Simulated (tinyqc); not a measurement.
From stress after the hold back to hold time t: thermal stress and diffusional relaxation in a metal film: Coble and Nabarro-Herring creep, cooling and holds. Computed by tinyqc, a small Python program. Command: `OMP_NUM_THREADS=1 python tinyqc.py 3008638 3008639 out.jsonl creep inv`. One thread of a shared host (Intel(R) Xeon(R) Processor @ 2.30GHz), about 0.04 s of CPU time with the checks.

A thin film on a rigid substrate is stress-free at T0. Tension is positive and the film creeps linearly: d sigma/dt = -M (mismatch) dT/dt - sigma/tau.

Inputs (values chosen for the exercise, modelled on gold films on silicon):
```
quantity                           value        unit
biaxial modulus M                    130         GPa
expansion mismatch                  11.2      1e-6/K
atomic volume Omega                   17  angstrom^3
lattice prefactor D0             7.9e-06       m^2/s
lattice energy E                    1.83          eV
boundary prefactor (delta D_b)0  3.5e-16       m^3/s
boundary energy E_b                0.855          eV
grain size d                         2.9          um
stress-free temperature T0           400           C
hold temperature T                   240           C
```

Constants: k_B = 1.380649e-23 J/K; k_B = 8.617333262e-05 eV/K.

Method:
- Thermoelastic slope = M x mismatch; sigma_0 = slope x (T0 - T).
- Creep rate per stress: Nabarro-Herring 14 D Omega/(k_B T d^2), Coble (14 pi) delta D_b Omega/(k_B T d^3), with D = D0 exp(-E/(k_B T)), delta D_b = (delta D_b)0 exp(-E_b/(k_B T)); 1/tau = M x (sum of both)/2 (biaxial strain rate is half the uniaxial one).
- Temperatures in kelvin are T(C) + 273.15.
- sigma(t) = sigma_0 exp(-t/tau), relaxed part sigma_0 - sigma(t); the grain size where both mechanisms are equal is pi delta D_b/D.

Problem. A run gave the result below. Find the hold time t, known to lie between 0.026 and 0.048 h.

stress after the hold = 220.6435 MPa

Solution.

Each step takes the trial c = (a f_b - b f_a)/(f_b - f_a), f being the result less the target and a, b, c the logarithms of the listed values; c replaces end b, the old b replaces a if the sign of f changed, and otherwise f_a is halved.

Scan of the range:
```
hold time t (h)  stress after the hold (MPa)
0.0260                               224.515
0.0288                               223.624
0.0319                               222.642
0.0353                               221.570
0.0391                               220.377
0.0433                               219.067
0.0480                               217.610
```

False position (Illinois rule, in the logarithm of the input) inside the bracket:
```
step      end a      end b      trial  stress after the hold (MPa)
1     0.0353000  0.0391000  0.0382178                      220.654
2     0.0391000  0.0382178  0.0382496                      220.644
3     0.0391000  0.0382496  0.0382503                      220.643
4     0.0382496  0.0382503  0.0382500                      220.643
```

Stress after the hold falls at every point of a 13-point scan of the range (every second point is shown), so one value fits; it is bracketed by 0.0353 and 0.0391. Answer: hold time t = 0.03825 h.

Caution: bulk creep laws overstate relaxation in a bonded film, where the substrate constrains boundary diffusion, and dislocation glide is left out.
